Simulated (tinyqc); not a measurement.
# Frequency dispersion of an accumulation capacitance by border traps, distributed model: effect of the density of border traps

Traps spread evenly through the insulator exchange electrons with the semiconductor by tunnelling, with tau(x) = t0 exp(2 ka x) at depth x from the interface. The admittance per area Y seen at depth x obeys dY/dx = -Y^2/(i w eps0 eox) + q Nb ln(1 + i w tau)/tau, with Y(0) = i w Cs and w = 2 pi f; the gate sees Y(tox) = G + i w C. Working variable y = Y/(i w), in uF/cm^2. Cox = eps0 eox/tox.

Cox; trap-free value 1/(1/Cox + 1/Cs); response depth d = ln(1/(w t0))/(2 ka), where w tau = 1; lumped estimate: all traps within d act as C_bt = q Nb d placed at d/2, so C = 1/{1/[1/(1/Cs + d/(2 eps0 eox)) + C_bt] + (tox - d/2)/(eps0 eox)}. C and G from a fine integration; dispersion -d C/d log10 f over C, from f times and over 1.1. For a broad spread of time constants G/w is close to -(pi/2) dC/d ln w.

Inputs (values chosen for the exercise); permittivity close to that of zirconium oxide: relative permittivity of the insulator eox = 21; insulator thickness tox = 9.3 nm; semiconductor capacitance in accumulation Cs = 0.86 uF/cm^2; decay constant of the wave function in the insulator ka = 5.8 1/nm; time constant of a trap at the interface t0 = 2e-10 s; frequency f = 10000 Hz.

Constants: q = 1.602176634e-19 C, eps0 = 8.8541878128e-14 F/cm where lengths are in cm. Results are converted to the units shown.

The same in every row: d (nm) = 0.9728; trap-free C (uF/cm^2) = 0.6013.

Results:
```
Nb (cm^-3 eV^-1),C (uF/cm^2),G/w (uF/cm^2),dispersion (% a decade),-(pi/2) dC/d ln w (uF/cm^2),lumped C (uF/cm^2)
1e18,0.6100,0.001155,0.2776,0.001155,0.6093
6e18,0.6520,0.006583,1.480,0.006582,0.6477
1e19,0.6840,0.01054,2.258,0.01054,0.6770
3e19,0.8259,0.02618,4.645,0.02617,0.8077
7e19,1.042,0.04411,6.191,0.04401,1.008
2e20,1.431,0.05862,5.966,0.05823,1.376
4e20,1.689,0.05596,4.808,0.05539,1.625
```

Estimate the missing row, Nb = 2e18 cm^-3 eV^-1.

Computed row:
```
Nb (cm^-3 eV^-1),C (uF/cm^2),G/w (uF/cm^2),dispersion (% a decade),-(pi/2) dC/d ln w (uF/cm^2),lumped C (uF/cm^2)
2e18,0.6186,0.002286,0.5418,0.002286,0.6171
```

With this row back in the table: As Nb goes from 1e18 to 4e20, C rises from 0.610 to 1.69 uF/cm^2, the dispersion goes from 0.278 through a maximum of 6.19 (at Nb = 7e19 among the rows listed) to 4.81 % a decade and G/w goes from 0.00116 through a maximum of 0.0586 (at Nb = 2e20 among the rows listed) to 0.0560 uF/cm^2. The lumped estimate is 0.12 % below C in the first row and 3.8 % below it in the last. The dispersion goes as Nb^(0.96) between the first two rows and Nb^(-0.31) between the last two: dense traps near the interface screen those behind them.

tinyqc, about 0.5 s, one thread, Intel Xeon 2.30GHz (shared host): `OMP_NUM_THREADS=1 python tinyqc.py 2202075 2202076 out.jsonl`
